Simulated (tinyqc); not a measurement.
Photoconductance decay in a wafer: bulk and surface recombination modes, and iron detection by pair splitting: one step, computed by the program tinyqc. Command: `OMP_NUM_THREADS=1 python tinyqc.py 3112395 3112396 out.jsonl pcd walk`. One thread of a shared host (Intel(R) Xeon(R) Processor @ 2.30GHz), about 0.01 s of CPU time with the checks.

Both faces of the wafer have the same S; injection is low and all coefficients are constant. x runs from -W/2 to W/2.

Problem. Decay rates of the even modes. Even modes cos(a x) obey b tan b = S W/(2 D) with b = a W/2, odd modes sin(a x) obey -b cot b = S W/(2 D); each decays at the rate 1/tau_b + D a^2.

Inputs (values chosen for the exercise, modelled on p-type silicon):
```
quantity                          value         unit
thickness W                         300   micrometre
diffusivity D                      28.2       cm^2/s
bulk lifetime tau_b without iron   2200  microsecond
surface recombination velocity S   2600         cm/s
```

Give: the table «The first four even modes: b, surface rate and decay time» with the columns b_n, surface rate D a^2 (1/s), decay time (microsecond), for n = 0, 1, 2, 3.

Solution.

The first four even modes: b, surface rate and decay time:
```
n    b_n  surface rate D a^2 (1/s)  decay time (microsecond)
0  0.963                 1.162e+05                     8.576
1  3.516                 1.550e+06                     0.645
2  6.493                 5.284e+06                     0.189
3  9.568                 1.147e+07                     0.087
```
